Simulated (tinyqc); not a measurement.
## Gate sheet resistance from two finger widths

Inverse problem. At low frequency R = Rsh Wf/(3 L) + B/Wf, where B collects the channel and vertical terms. Find Rsh, B and the width of lowest R.

Inputs (values chosen for the exercise):
- L = 0.096 um (channel length)

input resistance of single fingers, contacted at one end, of width 1.2 and 11 um (ohm): [137.5, 354.65909]

Answer. R Wf is a straight line in Wf^2; the minimum of R lies where both terms are equal.

Rsh = 9.00 ohm/square
B = 120 ohm um
width of lowest R = 1.96 um

Program tinyqc, `OMP_NUM_THREADS=1 python tinyqc.py 2262015 2262016 out.jsonl`; Intel Xeon 2.30GHz, shared host, one thread, about 0.01 s.
